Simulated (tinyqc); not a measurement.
Strain and the order of the valence edges: six-band k.p model of the valence band of a wurtzite crystal.

At k = 0: E1 = D1c + D2c + Te + Le (pure HH); E2, E3 = Le + u +/- sqrt(u^2 + 2 D3c^2), u = (D1c - D2c + Te)/2, D1c = Dcr, D2c = D3c = Dso/3. The weight of LH in state 2 is fL = (E2 - Le)^2/((E2 - Le)^2 + 2 D3c^2). Relative strengths of transitions to the conduction band: for E perpendicular to c (TE) 1/2, fL/2, (1 - fL)/2; for E along c (TM) 0, 1 - fL, fL, with one momentum element for both directions.

Strain of a c-plane layer: exx = eyy = e_par, ezz = -2 (C13/C33) e_par; Le = D1 ezz + D2 (exx + eyy), Te = D3 ezz + D4 (exx + eyy).

Conduction edge: Ec = (top of the unstrained valence band) + Eg + (a1 + D1) ezz + (a2 + D2)(exx + eyy).
Constants: kB = 8.617333262e-05 eV/K.

Parameters, chosen for this exercise (near those of AlN; not measured data): Dcr = -0.2025 eV (crystal-field splitting); Dso = 0.0197 eV (spin-orbit splitting); Eg = 6.252 eV (direct gap at Gamma from the top of the unstrained valence band); a1 = -3.36 eV (gap potential along c); a2 = -11.75 eV (gap potential in the plane); D1 = -17.3 eV; D2 = 7.87 eV; D3 = 8.67 eV; D4 = -4.08 eV; C13 = 104 GPa; C33 = 382 GPa; T = 300 K (temperature).

Edges from the unstrained top. Degree of polarisation (TE - TM)/(TE + TM), each state weighted by exp(E/kT) alone (equal densities of states).

Results:
```
e_par (%)  E1 (meV)  E2 (meV)  E3 (meV)     fL  lowest transition (eV)  polarisation
-0.80        -294.6    -200.9    -308.5  0.008                  6.4250        -0.951
-0.60        -270.0    -150.7    -283.8  0.005                  6.3818        -0.980
-0.40        -245.5    -100.5    -259.1  0.003                  6.3385        -0.991
0.00         -196.3       0.0    -209.9  0.002                  6.2520        -0.997
0.20         -171.8      50.3    -185.3  0.002                  6.2087        -0.998
0.40         -147.2     100.6    -160.7  0.001                  6.1654        -0.999
0.60         -122.7     150.8    -136.1  0.001                  6.1221        -0.999
0.80          -98.1     201.1    -111.5  0.001                  6.0788        -0.999
```

Give the missing row, e_par (%) = -0.20.

Computed row:
```
e_par (%)  E1 (meV)  E2 (meV)  E3 (meV)     fL  lowest transition (eV)  polarisation
-0.20        -220.9     -50.3    -234.5  0.003                  6.2953        -0.995
```

E1 = E2 requires Dcr + Te = 0, which here falls at e_par = -1.57 %, outside the sweep, so state 2 stays on top. The polarisation goes from -0.95 to -1.00; the lowest transition moves by -216 meV per 1 % on average.

Computed by tinyqc, a small Python program: `OMP_NUM_THREADS=1 python tinyqc.py 1050980 1050981 out.jsonl` (the numbers bound the seed that draws the inputs); one thread of a shared host (Intel(R) Xeon(R) Processor @ 2.30GHz), about 0.01 s for the whole set of steps.
